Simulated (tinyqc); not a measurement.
# Electron continuity equation in a given potential, Scharfetter-Gummel discretisation: error of the current against the mesh

Steady state in one dimension: J = q mu n E + q D dn/dx with E = -dpsi/dx and D = mu Vt, dJ/dx = 0, fixed densities nL and nR at the ends. The potential is given, psi = U (x/L)^2, and is not changed by the electrons.

Fluxes J_i = (q D/h)(n_(i+1) P_i - n_i Q_i), d_i = (psi_(i+1) - psi_i)/Vt: Scharfetter-Gummel P = B(d), Q = B(-d), B(d) = d/(exp(d) - 1); central P = 1 - d/2, Q = 1 + d/2; upwind P = 1 + max(-d, 0), Q = 1 + max(d, 0). Balance at each inner node: J_i - J_(i-1) = 0. The reference is Scharfetter-Gummel on 4000 intervals or more. Errors are those of J on the first interval against the reference at its midpoint; errors under 1e-6 % are printed as 0.

Parameters, values chosen for the exercise; mobility close to that of germanium at room temperature: temperature T = 300 K; electron mobility mu = 3870 cm^2/(V s); length of the region L = 0.12 um; density at x = 0 nL = 4e15 cm^-3; density at x = L nR = 3.1e16 cm^-3; potential difference psi(L) - psi(0) U = 1 V.

Constants: q = 1.602176634e-19 C, kB = 1.380649e-23 J/K, Vt = kB T/q. Results are converted to the units shown.

The same in every row: reference J (A/cm^2) = -3.750e4.

Results:
```
N,largest |d|,SG error (%),central error (%),upwind error (%)
5,13.93,28.5,5.63,51.3
10,7.350,6.61,4.93,18.0
40,1.910,0.404,0.303,3.24
80,0.9610,0.101,0.0755,1.54
160,0.4820,0.0251,0.0188,0.749
```

Estimate the missing row, N = 20.

Computed row:
```
N,largest |d|,SG error (%),central error (%),upwind error (%)
20,3.771,1.62,1.22,7.21
```

With this row back in the table: From N = 80 to 160 the error shrinks by 4.0 (Scharfetter-Gummel), 4.0 (central), 2.1 (upwind); 4 marks second order and 2 first order. At N = 5 the errors are 29, 5.6 and 51 %. The central densities go negative for N = 5, 10, 20, so its current there is not to be trusted, whatever its error.

Range of the model: The drift velocity mu E exceeds 1e7 cm/s somewhere, where real mobilities no longer stay constant.

Program tinyqc, `OMP_NUM_THREADS=1 python tinyqc.py 2220042 2220043 out.jsonl`; Intel Xeon 2.30GHz, shared host, one thread, about 0.01 s.
